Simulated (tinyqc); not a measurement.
Inside a calculation. Method: Hubbard chain of 3 sites. Computed by tinyqc, a small Python program that keeps every step. Settings: hopping = 0.91, U = 8.0, mixing = 1, iteration cap = 54. Command: `OMP_NUM_THREADS=1 python tinyqc.py 28936 28937 out.jsonl` (the two numbers bound the seeds that draw the settings). One thread of a shared host (Intel(R) Xeon(R) Processor @ 2.60GHz), about 0.2 s of CPU time with the checks.

one-body matrix (hopping and site energies) (eV):
```
,1,2,3
1,-0.90000,-0.91000,0.00000
2,-0.91000,0.21000,-0.91000
3,0.00000,-0.91000,-0.46000
```

U = 8.00000 eV

electrons, up and down: 2  1

n(up) at the start (a guess, not normalised): 1 0.66700, 2 0.66700, 3 0.66700

n(down) at the start (a guess): 1 0.33300, 2 0.33300, 3 0.33300

Each step fills the lowest levels of T + U n(other spin) and sets n(new) = n + mixing (n(out) - n); stop when output and input agree to 1e-8.

Course of the cycle:
```
iteration,E (eV),largest |n(out) - n(in)|,mean |n_up - n_down|
1,1.5790658,3.23e-01,0.33333
2,1.7314031,5.61e-01,0.56963
3,2.5545561,6.60e-01,0.49608
4,5.8006491,8.77e-01,0.38332
5,4.9796703,9.67e-01,0.33333
6,6.9346036,9.71e-01,0.33333
7,5.0461927,9.72e-01,0.33333
8,6.9405430,9.72e-01,0.33333
9,5.0464201,9.72e-01,0.33333
10,6.9405620,9.72e-01,0.33333
11,5.0464208,9.72e-01,0.33333
...,...,...,...
44,6.9405621,9.72e-01,0.33333
45,5.0464208,9.72e-01,0.33333
46,6.9405621,9.72e-01,0.33333
47,5.0464208,9.72e-01,0.33333
48,6.9405621,9.72e-01,0.33333
49,5.0464208,9.72e-01,0.33333
50,6.9405621,9.72e-01,0.33333
51,5.0464208,9.72e-01,0.33333
52,6.9405621,9.72e-01,0.33333
53,5.0464208,9.72e-01,0.33333
54,6.9405621,9.72e-01,0.33333
```

Can the last value be used, and what does the course show?

Not by the stop rule. Not converged within 54 iterations: the residual has stopped falling: the iteration swings between two states. The lowest mean-field energy found from random starts is -1.56626 eV. Reruns (cap 100 unless said): mixing 0.2: converged in 93 (E = -1.56626); mixing 0.5: converged in 33 (E = -1.56626); mixing 0.9: converged in 15 (E = -1.56626); the original settings with a cap of 400: not converged.
